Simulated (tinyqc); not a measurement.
What moves the results: cylindrical quantum wire. A value that a table varies takes the place of the one given here.

A cylinder of radius R, isotropic masses, c = hbar^2/2m0, k = sqrt(mw E/c), kappa = sqrt(mb (V0 - E)/c). State (n, m) is J_m(k r) inside and K_m(kappa r) outside; psi and psi'/m are continuous: (k/mw) J_m'(kR)/J_m(kR) = (kappa/mb) K_m'(kappa R)/K_m(kappa R).

With hard walls E = c (x/R)^2/mw, x a zero of J_m: (1,0) 2.404826; (2,0) 5.520078; (1,1) 3.831706; (2,1) 7.015587; (1,2) 5.135622; (2,2) 8.417244; (1,3) 6.380162; (2,3) 9.761023.

Constants: hbar^2/2m0 = 3.80998211 eV angstrom^2.

Parameters, chosen for this exercise (near those of a non-polar GaN wire in AlGaN; shifted at random, so the results belong to these values and not to a real crystal):
- V0 = 0.39 eV (barrier height)
- mw = 0.2 m0 (mass inside)
- mb = 0.231 m0 (mass outside)
- Rs = (20, 28, 40, 57, 80, 114, 160) angstrom (radii)
- R = 57 angstrom (radius)

## Radius

The two lowest states against R; a dash marks an unbound state.

Levels (eV):
```
R (angstrom),"(1,0)","(1,1)","(1,0), hard walls",flat well of width 2R
20,0.1396,0.3297,0.2754,0.0614
28,0.0857,0.2123,0.1405,0.0371
40,0.0484,0.1218,0.0689,0.0208
57,0.0264,0.0667,0.0339,0.0113
80,0.0144,0.0364,0.0172,0.0061
114,0.0075,0.0189,0.0085,0.0032
160,0.0039,0.0100,0.0043,0.0017
```

The lowest state is bound at every radius listed. (1,1) is bound at every radius listed. At the largest radius the level is 0.91 of the hard-wall value and 2.34 times that of the flat well (the hard-wall ratio is 2.34); the exponent d ln E/d ln R between the last two radii is -1.89.

## Shape and dimension

Lowest level with hard walls: film c (pi/2R)^2/mw, cylinder c (2.404826/R)^2/mw, sphere c (pi/R)^2/mw, square or cube of side a: 2 or 3 times c (pi/a)^2/mw; c = hbar^2/2m0. Finite barriers V0 with outer mass mb and psi, psi'/m continuous for film, cylinder and sphere (not separable for the square and the cube: dash).

Lowest level (eV):
```
shape,hard walls,finite barrier
"film, width 2R",0.0145,0.0113
"cylinder, radius R",0.0339,0.0264
square wire of equal area,0.0368,-
"sphere, radius R",0.0579,0.0448
cube of equal volume,0.0668,-
```

With hard walls the levels of film, cylinder and sphere stand as 1 : 2.34 : 4.00; with the finite barrier as 1 : 2.34 : 3.97. The square lies 8.6 % above the circle of equal area and the cube 15.5 % above the sphere of equal volume: round shapes give the lowest level for a given size.

## What each parameter does

The lowest level (1,0) and its distance to V0. Each row changes one parameter from the base and keeps the others.

Results:
```
case,E (eV),V0 - E (eV),k R
base,0.0264,0.3636,2.1206
R = 51 angstrom,0.0320,0.3580,2.0908
V0 = 0.468 eV,0.0269,0.4411,2.1432
mw = 0.22 m0,0.0245,0.3655,2.1446
mb = 0.1848 m0,0.0271,0.3629,2.1491
```

The largest shifts from the base row, up to three for each result and ties (the steps differ in size, so this ranks the rows, not the parameters). E (eV): R +0.0056, mw -0.0019, mb +0.0007. V0 - E (eV): V0 +0.0774, R -0.0056, mw +0.0019. k R: R -0.0298, mb +0.0285, mw +0.0240.

Computed by tinyqc, a small Python program: `OMP_NUM_THREADS=1 python tinyqc.py 1281765 1281766 out.jsonl` (the numbers bound the seed that draws the inputs); one thread of a shared host (Intel(R) Xeon(R) Processor @ 2.30GHz), about 0.03 s for the whole set of steps.
